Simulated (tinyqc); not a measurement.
Solid solubility of a dopant against its melt (retrograde solidus), clustering and the electrically active fraction: one step, computed by the program tinyqc. Command: `OMP_NUM_THREADS=1 python tinyqc.py 3014216 3014217 out.jsonl retro walk`. One thread of a shared host (Intel(R) Xeon(R) Processor @ 2.30GHz), about 0.01 s of CPU time with the checks.

Task: Liquidus and solidus at T. x_l and x_s are atom fractions of the dopant in melt and solid; the solid is dilute. Liquidus of the host: R T ln(1 - x_l) + L x_l^2 = -H_f (1 - T/T_m). Distribution: k = x_s/x_l = exp[L (1 - x_l)^2/(R T)] exp(S/k_B - H/(k_B T)), the first factor being the activity coefficient in the melt. Solubility = x_s N0; at T_m x_l = 0.

Inputs (values chosen for the exercise, for a model dopant):
```
quantity,value,unit
melting point of the host T_m,1687,K
heat of melting of the host H_f,50.2,kJ/mol
interaction L of the melt,12,kJ/mol
enthalpy of transfer from melt to solid H,0.934,eV
entropy of transfer S,-3.58,k_B
site density N0,5e+22,1/cm^3
temperature T,1600,K
```

Constants: R = 8.314462618 J/(mol K); k_B = 8.617333262e-05 eV/K.

Give: x_l; distribution coefficient k; x_s; solubility; k at the melting point.

Result:

x_l = 0.20849

distribution coefficient k = 5.6064e-05

x_s = 1.1689e-05

solubility = 5.8444e+17 1/cm^3

k at the melting point = 1.0630e-04

k has changed by a factor 0.53 from its value at T_m, while x_l has grown from 0 to 0.208.
